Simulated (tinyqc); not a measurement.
Effective charge: two electrons on one impurity (helium-like model).

Units Ha* = 2 Ry m/eps^2 and a* = a0 eps/m. One electron is bound by Z^2/2. Two electrons in the singlet built from exp(-a r) and exp(-b r): S = 8 (ab)^(3/2)/(a + b)^3, h_aa = a^2/2 - Z a, h_bb alike, h_ab = S (ab/2 - Z (a + b)/2), J = ab (a^2 + 3ab + b^2)/(a + b)^3, K = 20 (ab)^3/(a + b)^5, E = (h_aa + h_bb + 2 S h_ab + J + K)/(1 + S^2). For a = b this is a^2 - 2 Z a + 5a/8. Real double donors are deeper, since the central cell is left out.

Inputs chosen for the exercise (out of a larger set: near those of impurities in Si; not measured data):
- m = 0.298 m0 (one mean mass)
- eps = 11.8 (dielectric constant)
- Zs = (0.99, 1.05, 1.24, 1.51, 2.12, 2.74, 3.27) (charges)

Ha* = 58.2375 meV

Binding of the first electron, of the second (-E - Z^2/2) with equal and with unequal orbitals, and U, the first less the second (unequal).

Results (meV):

| Z | first | second, equal | second, unequal | a/b | U | U/(Z Ha*) |
|---|---|---|---|---|---|---|
| 0.99 | 28.5 | -1.81 | 0.59 | 3.79 | 27.9 | 0.485 |
| 1.05 | 32.1 | -0.43 | 1.81 | 3.25 | 30.3 | 0.495 |
| 1.24 | 44.8 | 5.33 | 7.29 | 2.55 | 37.5 | 0.519 |
| 1.51 | 66.4 | 17.12 | 18.90 | 2.15 | 47.5 | 0.540 |
| 2.12 | 130.9 | 59.39 | 61.00 | 1.79 | 69.9 | 0.566 |
| 2.74 | 218.6 | 124.57 | 126.11 | 1.63 | 92.5 | 0.580 |
| 3.27 | 311.4 | 198.03 | 199.53 | 1.55 | 111.8 | 0.587 |

How do the results move, and what explains it?

Equal orbitals bind a second electron only above Z = (5/16)/(1 - 1/sqrt2) = 1.067; unequal ones do so in 7 of the 7 rows. Their gain is 2.40 meV in the first row and 1.50 in the last, while the second binding grows to 200 meV, so the gain decides the matter only near Z = 1. U grows almost linearly with Z: U/(Z Ha*) goes from 0.485 to 0.587, towards 5/8, while the first binding grows as Z^2. Angular correlation is left out: at Z = 1 this function binds the second electron by 0.0133 Ha*, half the exact 0.0278.

tinyqc: `OMP_NUM_THREADS=1 python tinyqc.py 1250004 1250005 out.jsonl`; about 0.02 s, one thread, shared Intel(R) Xeon(R) Processor @ 2.30GHz.
